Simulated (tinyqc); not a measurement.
What moves the results: plasmons of a degenerate electron gas in the random-phase approximation. A value that a table varies takes the place of the one given here.

Zero temperature, parabolic band: kF = (3 pi^2 n)^(1/3), EF = c kF^2/m, Ep^2 = 8 pi c e2 n/(m eb), qTF^2 = 6 pi e2 n/(eb EF), c = hbar^2/2m0, e2 = e^2/(4 pi eps0), n in 1/angstrom^3 (1e-24 per 1/cm^3).

Lindhard function: eps(q, E)/eb = 1 + (qTF/q)^2 (f1 + i f2) with z = q/(2 kF), u = E/(hbar vF q), hbar vF = 2 c kF/m; f1 = 1/2 + [h(z - u) + h(z + u)]/(8 z), h(x) = (1 - x^2) ln|(x + 1)/(x - 1)|; f2 = pi u/2 for z + u < 1, (pi/(8 z))(1 - (z - u)^2) for |z - u| < 1 < z + u, else 0. Pairs exist for c (q^2 - 2 q kF)/m < E < c (q^2 + 2 q kF)/m.

Constants: hbar^2/2m0 = 3.80998211 eV angstrom^2; e^2/(4 pi eps0) = 14.39964547 eV angstrom; a0 (Bohr radius) = 0.5291772105 angstrom.

Values chosen for the exercise (a free-electron density near that of Al; the results hold for these values, not for the real material):

| symbol | value | unit | meaning |
|---|---|---|---|
| n | 1.85e+23 | 1/cm^3 | electron density |
| m | 1 | m0 | mass |
| eb | 1 |  | background dielectric constant |
| ed | 4 |  | dielectric constant of the surroundings |
| d | 50 | angstrom | film thickness |
| qp | 0.668 | 1/angstrom | wave vector of the plasmon |

## Dispersion and weight of the plasmon

Short formula: E^2 = Ep^2 + (3/5)(hbar vF q)^2 + (c q^2/m)^2; qc is where the plasmon meets the top of the continuum. The weight is the share of the f-sum that the plasmon carries, 2E/(Ep^2 d(eps/eb)/dE); a dash marks no undamped root.

Energies (eV):

| q (1/angstrom) | q/kF | top of continuum | plasmon | short formula | weight |
|---|---|---|---|---|---|
| 0.130 | 0.074 | 1.811 | 16.03 | 16.03 | 1.000 |
| 0.325 | 0.184 | 4.768 | 16.33 | 16.33 | 1.000 |
| 0.520 | 0.295 | 8.015 | 16.92 | 16.89 | 0.997 |
| 0.714 | 0.405 | 11.53 | 17.82 | 17.72 | 0.986 |
| 0.909 | 0.516 | 15.36 | 19.13 | 18.83 | 0.951 |
| 1.04 | 0.590 | 18.09 | 20.31 | 19.73 | 0.893 |
| 1.17 | 0.664 | 20.93 | 21.83 | 20.75 | 0.766 |
| 1.26 | 0.715 | 22.97 | 23.17 | 21.53 | 0.559 |
| 1.43 | 0.811 | 27.00 | - | 23.18 | - |
| 1.69 | 0.959 | 33.58 | - | 26.13 | - |

qc = 1.299 1/angstrom

How do the results move?

Ep = 15.97 eV. The plasmon rises from 16.03 to 23.17 eV just before qc, 45 % above Ep. The short formula errs by -0.54 % at q/kF = 0.41 and -7.07 % next to qc. The weight falls from 1.000 to 0.559 as pairs take over the sum.

## Density dependence

n is multiplied by the factor listed.

Results:

| factor | rs | EF (eV) | Ep (eV) | Ep/EF | qc/kF | alpha = 3 EF/(5 Ep) |
|---|---|---|---|---|---|---|
| 0.10 | 4.432 | 2.551 | 5.051 | 1.980 | 0.982 | 0.303 |
| 0.20 | 3.518 | 4.049 | 7.143 | 1.764 | 0.901 | 0.340 |
| 0.50 | 2.592 | 7.458 | 11.29 | 1.514 | 0.804 | 0.396 |
| 1.0 | 2.057 | 11.84 | 15.97 | 1.349 | 0.737 | 0.445 |
| 2.0 | 1.633 | 18.79 | 22.59 | 1.202 | 0.675 | 0.499 |
| 5.0 | 1.203 | 34.62 | 35.71 | 1.032 | 0.601 | 0.582 |
| 10 | 0.955 | 54.95 | 50.51 | 0.919 | 0.550 | 0.653 |

What can be read from the table?

Over two decades Ep grows by 10.0 (n^(1/2)) and EF by 21.5 (n^(2/3)), so Ep/EF falls from 1.980 to 0.919 as sqrt(rs), and qc/kF from 0.982 to 0.550: in a dense gas the plasmon enters the continuum earlier on the scale of kF. alpha is the coefficient in E = Ep + alpha hbar^2 q^2/(m m0). The random-phase values are only rough in the rows with rs above about 2 (up to 4.4 here).

## Thin film modes against wave vector (bulk, surface, particle and sheet plasmons)

Drude medium eps = eb (1 - Ep^2/E^2), no retardation. A film of thickness d has modes eps = -ed coth(q d/2) (lower) and eps = -ed tanh(q d/2) (upper); a sheet with ns = n d has E^2 = 4 pi c e2 ns q/(m ed). One surface: eps = -ed; small sphere: eps = -2 ed.

Modes (eV):

| q d | q (1/angstrom) | lower | upper | sheet |
|---|---|---|---|---|
| 0.020 | 0.000400 | 0.7976 | 15.66 | 0.7986 |
| 0.050 | 0.00100 | 1.259 | 15.23 | 1.263 |
| 0.10 | 0.00200 | 1.774 | 14.58 | 1.786 |
| 0.20 | 0.00400 | 2.490 | 13.50 | 2.525 |
| 0.50 | 0.0100 | 3.836 | 11.35 | 3.993 |
| 1.0 | 0.0200 | 5.140 | 9.463 | 5.647 |
| 2.0 | 0.0400 | 6.387 | 7.940 | 7.986 |
| 4.0 | 0.0800 | 7.038 | 7.248 | 11.29 |
| 8.0 | 0.160 | 7.141 | 7.145 | 15.97 |

bulk, surface, sphere (eV): 15.97  7.143  5.324

What can be read from the table?

At small q d the lower mode tends to the sheet law sqrt(q) (within 5 % up to q d = 0.5 of the values listed) and the upper one starts near the bulk value. At q d = 8 the two are 0.0038 eV apart around the surface value 7.143 eV. Retardation, left out here, matters where q is below about three times sqrt(ed) E/(hbar c), hbar c = 1973.27 eV angstrom: that holds for 5 of the rows (from the top) for the lower mode and 6 for the upper one.

## What moves the plasmon

The plasmon is taken at qp. Each row changes one parameter from the base and keeps the others.

Results:

| case | Ep (eV) | plasmon at qp (eV) | qc (1/angstrom) |
|---|---|---|---|
| base | 15.97 | 17.57 | 1.299 |
| n = 2.22e+23 1/cm^3 | 17.50 | 19.13 | 1.349 |
| m = 1.15 m0 | 14.89 | 16.19 | 1.369 |
| eb = 1.1 | 15.23 | 16.91 | 1.253 |
| qp = 0.468 1/angstrom | 15.97 | 16.73 | 1.299 |

What does this show?

The largest shifts from the base row, up to three for each result and ties (the steps differ in size, so this ranks the rows, not the parameters). Ep (eV): n +1.52, m -1.08, eb -0.743; unchanged at the printed digits by qp. plasmon at qp (eV): n +1.56, m -1.38, qp -0.839. qc (1/angstrom): m +0.0703, n +0.0501, eb -0.0459; unchanged at the printed digits by qp.

Computed by tinyqc, a small Python program: `OMP_NUM_THREADS=1 python tinyqc.py 1681961 1681962 out.jsonl` (the numbers bound the seed that draws the inputs); one thread of a shared host (Intel(R) Xeon(R) Processor @ 2.30GHz), about 0.01 s for the whole set of steps.
